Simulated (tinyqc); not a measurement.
Finite-difference solution of the diffusion equation on a small grid: one step, computed by the program tinyqc. Command: `OMP_NUM_THREADS=1 python tinyqc.py 3009991 3009992 out.jsonl fdiff walk`. One thread of a shared host (Intel(R) Xeon(R) Processor @ 2.30GHz), about 0.01 s of CPU time with the checks.

dC/dt = D d2C/dx2 on nodes x_j = j dx, j = 0..7; the far end is sealed.

Question. Amplification factors. The mode of M with eigenvalue mu has its amplitude multiplied per step by g = (1 + (1 - theta) r mu)/(1 - theta r mu), with theta = 0 explicit, 1 implicit, 1/2 Crank-Nicolson; the explicit scheme is stable for r up to 2/|mu_min|.

Boundary at x = 0: surface loss. Scheme: implicit.

operator M, rows 0, 1, 2, 3, 4, 5, 6, 7:
$$\begin{pmatrix}
-2.297143 & 2.000000 & 0.000000 & 0.000000 & 0.000000 & 0.000000 & 0.000000 & 0.000000 \\
1.000000 & -2.000000 & 1.000000 & 0.000000 & 0.000000 & 0.000000 & 0.000000 & 0.000000 \\
0.000000 & 1.000000 & -2.000000 & 1.000000 & 0.000000 & 0.000000 & 0.000000 & 0.000000 \\
0.000000 & 0.000000 & 1.000000 & -2.000000 & 1.000000 & 0.000000 & 0.000000 & 0.000000 \\
0.000000 & 0.000000 & 0.000000 & 1.000000 & -2.000000 & 1.000000 & 0.000000 & 0.000000 \\
0.000000 & 0.000000 & 0.000000 & 0.000000 & 1.000000 & -2.000000 & 1.000000 & 0.000000 \\
0.000000 & 0.000000 & 0.000000 & 0.000000 & 0.000000 & 1.000000 & -2.000000 & 1.000000 \\
0.000000 & 0.000000 & 0.000000 & 0.000000 & 0.000000 & 0.000000 & 2.000000 & -2.000000
\end{pmatrix}$$

mesh ratio r = 0.63

Give: eigenvalues mu of M; factors g; largest stable r of the explicit scheme.

Answer.

eigenvalues mu of M: [-4.031, -3.845, -3.289, -2.487, -1.597, -0.795, -0.238, -0.016]

factors g: [0.2825, 0.2922, 0.3255, 0.3896, 0.4985, 0.6664, 0.8698, 0.9903]

largest stable r of the explicit scheme = 0.4962

The smallest factor is 0.283: no mode changes sign, and all decay but one with mu = 0 where there is such a mode.
